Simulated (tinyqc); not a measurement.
Speciation in dilute and buffered hydrofluoric acid, oxide etch rate and bath loading: one step, computed by the program tinyqc. Command: `OMP_NUM_THREADS=1 python tinyqc.py 3121155 3121156 out.jsonl hfetch walk`. One thread of a shared host (Intel(R) Xeon(R) Processor @ 2.30GHz), about 0.01 s of CPU time with the checks.

Concentrations stand for activities, NH4+ and Cl- are spectators, and water ionisation is neglected. H, F and HF2 denote the ions H+, F- and HF2-. The base temperature is 298 K.

Task: Etch rate. Rate = k_a ([HF] + 2 [H2F2]) + k_b [HF2], an empirical two-term form. Time = oxide/rate; a temperature error changes the rate by exp((E_a/k_B)(1/298 - 1/(298 + error))) - 1.

Inputs (values chosen for the exercise, of the order of those for thermal oxide at room temperature):

| quantity | value | unit |
|---|---|---|
| NH4F added | 0.73 | mol/L |
| HCl added | 0 | mol/L |
| rate constant of neutral HF k_a | 18 | nm L/(min mol) |
| rate constant of HF2 k_b | 58 | nm L/(min mol) |
| activation energy | 0.37 | eV |
| temperature error | 1.9 | K |
| oxide removed per wafer | 140 | nm |

[HF] = 0.1054776 mol/L

[H2F2] = 0 mol/L

[HF2] = 0.1943902 mol/L

Constants: k_B = 8.617333262e-05 eV/K.

Give: etch rate; share of HF2 in the rate; etch time; rate change from the temperature error.

Result:

etch rate = 13.17 nm/min

share of HF2 in the rate = 85.59 %

etch time = 637.7 s

rate change from the temperature error = 9.558 %

Caution: at ionic strengths above about 0.5 mol/L activities differ much from concentrations, so pH and rates are only indicative.
